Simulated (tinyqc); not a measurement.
## Trap density from two Hall measurements

Question. p-type body, charge-sheet picture, full ionisation (an idealisation for deep acceptors), Boltzmann statistics for free electrons. e = Ec - EF at the surface. psi = Eg - Vt ln(Nv/Na) - e; N_dep = sqrt(2 eps0 eps_r Na (psi - Vt)/q); n_f = sqrt(N_dep^2 + 2 eps0 eps_r Vt Nc exp(-e/Vt)/q) - N_dep; Vg = Vfb + psi + q (N_dep + n_t + n_f)/Cox, Cox = eps0 eox/tox. Find e and n_t at both points and the mean trap density between them.

Parameters, values chosen for the exercise; band and dielectric values close to those of gallium nitride:
```
symbol    value   unit                                   meaning
T           300      K                               temperature
Eg         3.36     eV                                  band gap
eps_r      9.46                            relative permittivity
Nc      2.26e18  cm^-3    conduction-band density of states at T
Nv      4.68e19  cm^-3       valence-band density of states at T
eox         3.9           relative permittivity of the insulator
tox          28     nm                       insulator thickness
Na       3.6e16  cm^-3                          acceptor density
Vfb       -2.76      V  flat-band voltage without trapped charge
```

Constants: q = 1.602176634e-19 C, kB = 1.380649e-23 J/K, Vt = kB T/q, eps0 = 8.8541878128e-14 F/cm where lengths are in cm. Results are converted to the units shown.

Vg (V): 2.6055796  3.8712832
free sheet density from the Hall effect (cm^-2): 5.9416738e9  9.8569506e10

Solution. Each n_f fixes e; what the gate voltage holds beyond psi, N_dep and n_f is trapped; the difference quotient is the density, smeared over a few Vt.

e (eV): 0.100  0.0260
n_t (cm^-2): 6.86e11  1.50e12
mean trap density = 1.10e13 cm^-2 eV^-1

Numbers from tinyqc (`OMP_NUM_THREADS=1 python tinyqc.py 2222207 2222208 out.jsonl`; about 0.02 s on one thread of a shared Intel Xeon 2.30GHz).
